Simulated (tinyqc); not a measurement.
# Electron mobility in a silicon inversion layer, empirical terms and Matthiessen rule, step by step

tinyqc, about 0.01 s, one thread, Intel Xeon 2.30GHz (shared host): `OMP_NUM_THREADS=1 python tinyqc.py 2510059 2510060 out.jsonl` Printed values are rounded.

Inversion layer of sheet density Ns on a uniformly doped body, under a high-permittivity gate with an interlayer. The mobility terms are empirical power laws with prefactors chosen for the exercise; adding their inverses (Matthiessen) is itself an approximation.

Inputs (values chosen for the exercise); material values close to those of silicon:

| symbol | value | unit | meaning |
|---|---|---|---|
| T | 325 | K | temperature |
| Eg | 1.12 | eV | band gap |
| eps_r | 11.9 |  | relative permittivity of the semiconductor |
| Nc | 3.16e19 | cm^-3 | conduction-band density of states at T |
| Nv | 2.98e19 | cm^-3 | valence-band density of states at T |
| Nb | 2e18 | cm^-3 | body doping |
| Vsb | 0.3 | V | reverse body bias |
| eta | 0.5 |  | weight of the inversion charge in the effective field |
| Cox | 0.93 | uF/cm^2 | gate capacitance |
| Ap | 439 | cm^2/(V s) | phonon-limited mobility at 1 MV/cm and 300 K |
| As | 1030 | cm^2/(V s) | roughness-limited mobility at 1 MV/cm |
| gs | 2 |  | exponent of the roughness term |
| Ac | 2700 | cm^2/(V s) | Coulomb prefactor |
| Nit | 8.6e11 | cm^-2 | charge at the interface |
| Ar | 290 | cm^2/(V s) | remote-phonon mobility without interlayer |
| ti | 1.3 | nm | interlayer thickness |
| lr | 0.5 | nm | decay length of remote phonons |
| Ns | 1.5e12 | cm^-2 | inversion density |
| WL | 10 |  | ratio W/L |
| Vd | 0.05 | V | drain voltage |
| I | 11.9 | uA | measured linear current |

Constants: q = 1.602176634e-19 C, kB = 1.380649e-23 J/K, Vt = kB T/q, eps0 = 8.8541878128e-14 F/cm where lengths are in cm. Results are converted to the units shown.

## Depletion charge and effective field

ni = sqrt(Nc Nv) exp(-Eg/(2 Vt)), Eg in volts; Ndep = sqrt(2 eps0 eps_r Nb (2 Vt ln(Nb/ni) + Vsb)/q); E = q (Ndep + eta Ns)/(eps0 eps_r), in MV/cm.

ni = 6.35369e10 cm^-3
Ndep = 5.77323e12 cm^-2
E = 0.991922 MV/cm

The depletion charge gives 88.5 % of the field.

## Mobility terms and their sum

With t = T/(300 K): muC = Ac (Ns/1e12 cm^-2) t/(Nb/1e17 cm^-3 + Nit/1e11 cm^-2), muP = Ap E^(-1/3) t^(-1.75), muS = As E^(-gs), muR = Ar exp(2 ti/lr)/t; 1/mu is the sum of the inverses.

terms (cm^2/(V s)): Coulomb 153.409, phonon 382.653, roughness 1046.84, remote phonon 48525.2
mu = 98.9344 cm^2/(V s)
shares of 1/mu (%): Coulomb 64.4905, phonon 25.8549, roughness 9.45072, remote phonon 0.203882

The Coulomb term limits most.

## Iteration 1: inversion density for the measured current

Ns at the start = 7.5e11 cm^-2

I = (W/L) q Ns mu Vd. E = q (Ndep + eta Ns)/(eps0 eps_r) in MV/cm. With t = T/(300 K): muC = Ac (Ns/1e12 cm^-2) t/(Nb/1e17 cm^-3 + Nit/1e11 cm^-2), muP = Ap E^(-1/3) t^(-1.75), muS = As E^(-gs), muR = Ar exp(2 ti/lr)/t; 1/mu is the sum of the inverses. Ns(new) = I/((W/L) q mu Vd).

E = 0.934900 MV/cm
mu = 60.7220 cm^2/(V s)
Ns after iteration 1 = 2.44636e12 cm^-2

## Iteration 2: inversion density for the measured current

As before.

E = 1.06387 MV/cm
mu = 128.347 cm^2/(V s)
Ns after iteration 2 = 1.15739e12 cm^-2

The value that enters this step is an overshoot, farther from the solution than the start was, so its intermediate quantities are not physical.

## Course of the iteration: inversion density for the measured current

Stop when Ns changes by less than 1e5 cm^-2, or after 120 iterations.

Course of the iteration:
```
iteration  Ns (cm^-2)  |change| (cm^-2)
1          2.44636e12           1.70e12
2          1.15739e12           1.29e12
3          1.77733e12           6.20e11
4          1.35921e12           4.18e11
5          1.59733e12           2.38e11
6          1.44557e12           1.52e11
7          1.53622e12           9.07e10
8          1.47980e12           5.64e10
9          1.51406e12           3.43e10
...               ...               ...
28         1.50092e12            3.16e6
29         1.50092e12            1.94e6
30         1.50092e12            1.19e6
31         1.50092e12            7.27e5
32         1.50092e12            4.46e5
33         1.50092e12            2.73e5
34         1.50092e12            1.68e5
35         1.50092e12            1.03e5
36         1.50092e12            6.30e4
```

Converged in 36 iterations. At the end each change is about 0.61 times the one before, with alternating sign: linear convergence.

## Split C-V extraction

```
point  Vg (V)  Cgc (uF/cm^2)      I (uA)
0           0     1.91167e-4  1.87116e-8
1        0.05     6.65876e-4  2.27132e-7
2         0.1     0.00231646  2.75329e-6
3        0.15     0.00802321  3.32175e-5
4         0.2      0.0273740  3.94289e-4
5        0.25      0.0888963  0.00443453
6         0.3       0.250340   0.0424977
7        0.35       0.522754    0.283457
8         0.4       0.760089     1.12654
9        0.45       0.873942     2.84499
10        0.5       0.913192     5.35778
11       0.55       0.925114     8.46806
12        0.6       0.928593     12.0105
```

Q(Vg) is the trapezoid sum of Cgc from the first point (where Q is taken as 0); mu_eff = I/((W/L) Q Vd); mu_FE = (dI/dVg)/((W/L) Cox Vd) with a backward difference. Listed from point 4 on.

```
point  Q (uC/cm^2)  mu_eff (cm^2/(V s))  mu_FE (cm^2/(V s))
4       0.00123941             0.636254           0.0155299
5       0.00414617              2.13910            0.173774
6        0.0126271              6.73120             1.63712
7        0.0319544              17.7413             10.3638
8        0.0640255              35.1905             36.2618
9         0.104876              54.2542             73.9117
10        0.149555              71.6498             108.077
11        0.195512              86.6243             133.775
12        0.241855              99.3201             152.364
```

At the last point mu_FE is 53 % above mu_eff.
